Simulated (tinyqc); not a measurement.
Worked calculation: two-mode optical phonons of a ternary alloy from two coupled oscillators. Computed by tinyqc, a small Python program that keeps every step. Command: `OMP_NUM_THREADS=1 python tinyqc.py 3002009 3002010 out.jsonl twomode walk`. One thread of a shared host (Intel(R) Xeon(R) Processor @ 2.30GHz), about 0.01 s of CPU time with the checks. Intermediate numbers are printed to about 6 digits and carried at full precision; extremes and crossings named in words are read from the listed rows.

An alloy A(x)B(1-x)C has an A-C and a B-C bond oscillator. Each TO frequency moves linearly from the impurity mode (dilute end) to the TO of the pure crystal; each strength is proportional to the number of bonds.

Inputs (values chosen for the exercise, modelled on GaAs(1-x)P(x), with A-C the GaP-like and B-C the GaAs-like bond): omega_TO of pure AC = 369.1 1/cm; omega_LO of pure AC = 403.9 1/cm; omega_TO of pure BC = 269.6 1/cm; omega_LO of pure BC = 291.7 1/cm; eps_inf of AC = 9.18; eps_inf of BC = 11.2; impurity mode of A in BC = 355.8 1/cm; impurity mode of B in AC = 269.5 1/cm; fraction x of A = 0.45; damping gamma = 8.5 1/cm; electron mass m* = 0.069 m_0.

Constants: e^2/(4 pi eps_0) = 14.39964548 eV angstrom; hbar^2/(2 m_0) = 3.80998212 eV angstrom^2; 1 THz = 33.35640952 1/cm; h x 1 THz = 4.135667696 meV.

## The two oscillators

omega_1 = (impurity mode of A) + x (omega_TO,AC - impurity mode of A); omega_2 = (impurity mode of B) + (1 - x)(omega_TO,BC - impurity mode of B); eps_inf = x eps_AC + (1 - x) eps_BC; strengths W_1 = x eps_AC (omega_LO,AC^2 - omega_TO,AC^2), W_2 = (1 - x) eps_BC (omega_LO,BC^2 - omega_TO,BC^2).

omega_1 (A-C, TO) = 361.785 1/cm

omega_2 (B-C, TO) = 269.555 1/cm

eps_inf = 10.291

W_1 = 111126 1/cm^2

W_2 = 76413.1 1/cm^2

## LO modes, coupled by the field

eps(omega) = eps_inf + W_1/(omega_1^2 - omega^2) + W_2/(omega_2^2 - omega^2) = 0 is the eigenproblem of the matrix [[omega_1^2 + W_1/eps_inf, sqrt(W_1 W_2)/eps_inf], [sqrt(W_1 W_2)/eps_inf, omega_2^2 + W_2/eps_inf]] for omega_LO^2. Uncoupled values keep the diagonal alone. eps_s = eps_inf + W_1/omega_1^2 + W_2/omega_2^2.

matrix (1/cm^2):
```
[[141687, 8954],
 [8954, 80085]]
```

lower LO mode = 280.731 1/cm

upper LO mode = 378.103 1/cm

uncoupled values (1/cm): [282.993, 376.413]

eps_s = 12.1917

The field pushes the upper mode up by 1.69 and the lower one down by 2.26 per cm; the lower LO stays between the two TO modes.

## Share of the polar coupling

The polar coupling of mode j is c_j = (u_j . sqrt(W))^2/(eps_inf^2 omega_j^2), u_j its eigenvector and omega_j here its LO frequency; the c_j add up to 1/eps_inf - 1/eps_s. Froehlich constant alpha_j = (e^2/(4 pi eps_0)) c_j k_j/(2 E_j), E_j = h c omega_j, k_j = sqrt(m* E_j/(hbar^2/(2 m_0))).

c_j, lower and upper mode: [0.00615585, 0.00899319]

share of the upper mode = 0.593648

alpha_j, lower and upper mode: [0.0319701, 0.0402449]

The upper mode holds 59 % of the coupling, against 45 % of the ionic part of eps_s for the upper oscillator: the field moves strength to the higher mode.

## Reflectivity

With damping, each denominator is omega_j^2 - omega^2 - i gamma omega; R = |(sqrt(eps) - 1)/(sqrt(eps) + 1)|^2.

Spectrum:
```
omega (1/cm)    Re eps    Im eps          R
253            20.2698   2.12134   0.406742
270            8.75870   33.0107   0.582859
275           -3.59520   12.6143   0.527737
281            1.82312   4.11755   0.214796
286            4.73822   2.19018   0.164487
340            15.5374   1.44583   0.355662
362            7.16404   36.0916   0.602455
370           -5.40871   7.65066   0.573040
378           0.561414   2.36489   0.167501
386            3.34997   1.11958  0.0997434
416            6.91390  0.246218   0.201745
```

## Modes across the composition range

The formulas are those given above.

Frequencies (1/cm):
```
x     TO, A-C  TO, B-C  lower LO  upper LO  coupling share of the upper LO    eps_s
0.02  356.066  269.598   291.130   356.865                        0.039249  13.0718
0.10  357.130  269.590   288.958   361.024                        0.178186  12.9121
0.20  358.460  269.580   286.436   366.048                        0.321662  12.7098
0.35  360.455  269.565   282.934   373.343                        0.495871  12.4010
0.50  362.450  269.550   279.659   380.463                        0.638500  12.0860
0.65  364.445  269.535   276.527   387.499                        0.760761  11.7648
0.80  366.440  269.520   273.485   394.509                        0.869309  11.4378
0.90  367.770  269.510   271.487   399.193                        0.936255  11.2165
0.98  368.834  269.502   269.897   402.956                        0.987468  11.0376
```

The upper LO moves from 356.9 to 403.0 and the lower from 291.1 to 269.9 per cm. At each dilute end one LO-TO pair closes onto an impurity mode. The upper LO shifts by +0.47 per cm for each per cent of x near the middle, which is how Raman spectra measure composition. Its share of the polar coupling passes one half between x = 0.35 and 0.5.

Checks made by the program: generalised Lyddane-Sachs-Teller relation (relative difference below 1e-10); sum of the couplings (relative difference below 1e-10).
